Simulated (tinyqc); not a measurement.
Worked calculation: RKS/PBE in the sto-3g basis, for BeH2, spin multiplicity 1. One step of it, computed by the program tinyqc.

Problem. Iteration 2: building the Kohn-Sham matrix. J_ij = sum D_kl (ij|kl); F = H + J + V_xc; E = tr D H + tr D J / 2 + E_xc + E_nn.

D after iteration 1, lower triangle:
```
,1Be 1s,1Be 2s,1Be 2px,1Be 2py,1Be 2pz,2H 1s,3H 1s
1Be 1s,2.056579
1Be 2s,-0.164681,0.633850
1Be 2px,0.000000,0.000000,0.000000
1Be 2py,0.000000,0.000000,0.000000,0.438743
1Be 2pz,0.000000,0.000000,0.000000,0.000000,0.000000
2H 1s,-0.194147,0.445536,0.000000,0.405263,0.000000,0.690559
3H 1s,-0.194147,0.445536,0.000000,-0.405263,0.000000,-0.058117,0.690559
```

core Hamiltonian H = T + V (hartree), lower triangle:
```
,1Be 1s,1Be 2s,1Be 2px,1Be 2py,1Be 2pz,2H 1s,3H 1s
1Be 1s,-8.635712
1Be 2s,-2.131721,-2.825660
1Be 2px,0.000000,0.000000,-2.282958
1Be 2py,0.000000,0.000000,0.000000,-2.507737
1Be 2pz,0.000000,0.000000,0.000000,0.000000,-2.282958
2H 1s,-0.532583,-1.237557,0.000000,-1.290520,0.000000,-2.185463
3H 1s,-0.532583,-1.237557,0.000000,1.290520,0.000000,-0.112542,-2.185463
```

Two-electron integrals (ij|kl) in chemists' order, unique and non-zero (hartree):
```
i,j,k,l,(ij|kl)
1,1,1,1,2.298831
2,1,1,1,0.392036
2,1,2,1,0.079539
2,2,1,1,0.570988
2,2,2,1,0.143041
2,2,2,2,0.417683
3,1,3,1,0.014607
3,2,3,1,0.021888
3,2,3,2,0.092265
3,3,1,1,0.569578
3,3,2,1,0.143083
3,3,2,2,0.417589
3,3,3,3,0.449859
4,1,4,1,0.014607
4,2,4,1,0.021888
4,2,4,2,0.092265
4,3,4,3,0.024249
4,4,1,1,0.569578
4,4,2,1,0.143083
4,4,2,2,0.417589
4,4,3,3,0.401360
4,4,4,4,0.449859
5,1,5,1,0.014607
5,2,5,1,0.021888
5,2,5,2,0.092265
5,3,5,3,0.024249
5,4,5,4,0.024249
5,5,1,1,0.569578
5,5,2,1,0.143083
5,5,2,2,0.417589
5,5,3,3,0.401360
5,5,4,4,0.401360
5,5,5,5,0.449859
6,1,1,1,0.095706
6,1,2,1,0.019403
6,1,2,2,0.035156
6,1,3,3,0.034900
6,1,4,1,0.001736
6,1,4,2,0.003251
6,1,4,4,0.035685
6,1,5,5,0.034900
6,1,6,1,0.004969
6,2,1,1,0.215989
6,2,2,1,0.054813
6,2,2,2,0.172360
6,2,3,3,0.166023
6,2,4,1,0.007205
6,2,4,2,0.042767
6,2,4,4,0.184881
6,2,5,5,0.166023
6,2,6,1,0.014780
6,2,6,2,0.102770
6,3,3,1,0.005236
6,3,3,2,0.023981
6,3,4,3,0.007564
6,3,6,3,0.009925
6,4,1,1,0.226066
6,4,2,1,0.058107
6,4,2,2,0.191732
6,4,3,3,0.180379
6,4,4,1,0.011786
6,4,4,2,0.066834
6,4,4,4,0.214240
6,4,5,5,0.180379
6,4,6,1,0.016441
6,4,6,2,0.130484
6,4,6,4,0.171849
6,5,5,1,0.005236
6,5,5,2,0.023981
6,5,5,4,0.007564
6,5,6,5,0.009925
6,6,1,1,0.381197
6,6,2,1,0.098533
6,6,2,2,0.345759
6,6,3,3,0.320627
6,6,4,1,0.015798
6,6,4,2,0.118811
6,6,4,4,0.395749
6,6,5,5,0.320627
6,6,6,1,0.027386
6,6,6,2,0.257754
6,6,6,4,0.348560
6,6,6,6,0.774606
7,1,1,1,0.095706
7,1,2,1,0.019403
7,1,2,2,0.035156
7,1,3,3,0.034900
7,1,4,1,-0.001736
7,1,4,2,-0.003251
7,1,4,4,0.035685
7,1,5,5,0.034900
7,1,6,1,0.004529
7,1,6,2,0.012465
7,1,6,4,0.012688
7,1,6,6,0.022061
7,1,7,1,0.004969
7,2,1,1,0.215989
7,2,2,1,0.054813
7,2,2,2,0.172360
7,2,3,3,0.166023
7,2,4,1,-0.007205
7,2,4,2,-0.042767
7,2,4,4,0.184881
7,2,5,5,0.166023
7,2,6,1,0.012465
7,2,6,2,0.055202
7,2,6,4,0.055562
7,2,6,6,0.102751
7,2,7,1,0.014780
7,2,7,2,0.102770
7,3,3,1,0.005236
7,3,3,2,0.023981
7,3,4,3,-0.007564
7,3,6,3,0.004314
7,3,7,3,0.009925
7,4,1,1,-0.226066
7,4,2,1,-0.058107
7,4,2,2,-0.191732
7,4,3,3,-0.180379
7,4,4,1,0.011786
7,4,4,2,0.066834
7,4,4,4,-0.214240
7,4,5,5,-0.180379
7,4,6,1,-0.012688
7,4,6,2,-0.055562
7,4,6,4,-0.053438
7,4,6,6,-0.101602
7,4,7,1,-0.016441
7,4,7,2,-0.130484
7,4,7,4,0.171849
7,5,5,1,0.005236
7,5,5,2,0.023981
7,5,5,4,-0.007564
7,5,6,5,0.004314
7,5,7,5,0.009925
7,6,1,1,0.019108
7,6,2,1,0.004724
7,6,2,2,0.013297
7,6,3,3,0.013086
7,6,4,4,0.013712
7,6,5,5,0.013086
7,6,6,1,0.001166
7,6,6,2,0.005634
7,6,6,4,0.006369
7,6,6,6,0.011616
7,6,7,1,0.001166
7,6,7,2,0.005634
7,6,7,4,-0.006369
7,6,7,6,0.000431
7,7,1,1,0.381197
7,7,2,1,0.098533
7,7,2,2,0.345759
7,7,3,3,0.320627
7,7,4,1,-0.015798
7,7,4,2,-0.118811
7,7,4,4,0.395749
7,7,5,5,0.320627
7,7,6,1,0.022061
7,7,6,2,0.102751
7,7,6,4,0.101602
7,7,6,6,0.192117
7,7,7,1,0.027386
7,7,7,2,0.257754
7,7,7,4,-0.348560
7,7,7,6,0.011616
7,7,7,7,0.774606
```

nuclear repulsion = 3.26652599 hartree

V_xc (hartree), lower triangle:
```
,1Be 1s,1Be 2s,1Be 2px,1Be 2py,1Be 2pz,2H 1s,3H 1s
1Be 1s,-1.508272
1Be 2s,-0.212472,-0.316146
1Be 2px,0.000000,0.000000,-0.276296
1Be 2py,0.000000,0.000000,0.000000,-0.388244
1Be 2pz,0.000000,0.000000,0.000000,0.000000,-0.276296
2H 1s,-0.052762,-0.170028,0.000000,-0.214035,0.000000,-0.465936
3H 1s,-0.052762,-0.170028,0.000000,0.214035,0.000000,-0.011758,-0.465936
```

E_xc = sum of w rho eps_xc = -3.63902181 hartree

Give: Coulomb J; Kohn-Sham matrix F; total energy of this density.

Solution.

Coulomb J (hartree), lower triangle:
```
,1Be 1s,1Be 2s,1Be 2px,1Be 2py,1Be 2pz,2H 1s,3H 1s
1Be 1s,6.4117
1Be 2s,1.2458,2.6418
1Be 2px,0.0000,0.0000,2.5675
1Be 2py,0.0000,0.0000,0.0000,2.7804
1Be 2pz,0.0000,0.0000,0.0000,0.0000,2.5675
2H 1s,0.3066,1.1458,0.0000,1.3085,0.0000,2.4774
3H 1s,0.3066,1.1458,0.0000,-1.3085,0.0000,0.0876,2.4774
```

Kohn-Sham matrix F (hartree), lower triangle:
```
,1Be 1s,1Be 2s,1Be 2px,1Be 2py,1Be 2pz,2H 1s,3H 1s
1Be 1s,-3.7322
1Be 2s,-1.0983,-0.5000
1Be 2px,0.0000,0.0000,0.0083
1Be 2py,0.0000,0.0000,0.0000,-0.1156
1Be 2pz,0.0000,0.0000,0.0000,0.0000,0.0083
2H 1s,-0.2788,-0.2618,0.0000,-0.1961,0.0000,-0.1740
3H 1s,-0.2788,-0.2618,0.0000,0.1961,0.0000,-0.0367,-0.1740
```

total energy of this density = -15.707539 hartree
